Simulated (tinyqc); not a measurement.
Scaling with the misfit: strain-driven roughening and islands of a mismatched epitaxial film. Computed by tinyqc, a small Python program. Command: `OMP_NUM_THREADS=1 python tinyqc.py 3011303 3011304 out.jsonl island walk`. One thread of a shared host (Intel(R) Xeon(R) Processor @ 2.30GHz), about 0.01 s of CPU time with the checks.

Film and substrate share isotropic elastic constants; the film is coherent and biaxially strained.

Inputs (values chosen for the exercise, for a model film):
```
quantity,value,unit
misfit |f|,0.0171,-
shear modulus G,55.1,GPa
Poisson ratio nu,0.24,-
surface energy gamma,0.78,J/m^2
contact angle of the shallow shape theta_1,10.5,degrees
contact angle of the steep shape theta_2,23.1,degrees
facet energy of shape 1 over gamma,1.004,-
facet energy of shape 2 over gamma,1.046,-
surface mobility D_s nu_s Omega^2/(k_B T),8.1e-32,m^6/(J s)
```

Transport: surface diffusion.

Constants: e = 1.602176634e-19 C.

Method:
- M = 2 G (1 + nu)/(1 - nu); stress = M f; energy density w = M f^2.
- A ripple A cos(k x) has the surface chemical potential per volume [gamma k^2 - 2 (1 + nu) w k] A cos(k x), so k_c = 2 (1 + nu) w/gamma. With surface diffusion the amplitude grows at the rate q = B k^2 [2 (1 + nu) w k - gamma k^2], fastest at k_m = (3/4) k_c. B is the surface mobility.
- Shallow faceted island (Tersoff form): E = 4 Gam V^(2/3) tan^(1/3)(theta) - 6 c V tan(theta), Gam = gamma [x/sin(theta) - 1/tan(theta)], x the facet energy over gamma, c = stress^2 (1 - nu)/(2 pi G).
- The barrier is the maximum of E, at V_c = [4 Gam/(9 c)]^3 / tan^2(theta) (1 GPa nm = 1 J/m^2).
- V_c = [4 Gam/(9 c)]^3/tan^2(theta), barrier = (4/3) Gam V_c^(2/3) tan^(1/3)(theta); the growth time is 1/q at k_m.

fastest wavelength = 50.1164 nm

growth time 1/q at k_m = 0.192194 s

critical volume, shape 1 = 200.211 nm^3

barrier, shape 1 = 14.4185 eV

Misfit scaled at fixed constants:
```
|f| (%),fastest wavelength (nm),growth time (s),V_c of shape 1 (nm^3),barrier of shape 1 (eV)
0.4275,801.86,1.2596e+04,8.2006e+05,3.6911e+03
0.5985,409.11,8.5349e+02,1.0891e+05,9.6083e+02
0.8550,200.47,4.9202e+01,1.2814e+04,2.3070e+02
1.1970,102.28,3.3339e+00,1.7018e+03,6.0052e+01
1.7100,50.12,1.9219e-01,2.0021e+02,1.4418e+01
2.3940,25.57,1.3023e-02,2.6590e+01,3.7533e+00
```

What does the comparison show, and why?

Halving the misfit stretches the wavelength 4 times, the barrier 16 times, the volume 64 times and the time 256 times: f^(-2), f^(-4), f^(-6), f^(-8). Over these rows the time spans 6.0 decades: strongly mismatched films tend to roughen first, while dilute alloys have time to stay flat. Rows with wavelengths under 10 nm or volumes under 5 nm^3 are beyond the continuum picture.

Extremes, crossings and ranges named in words are read from the listed rows.
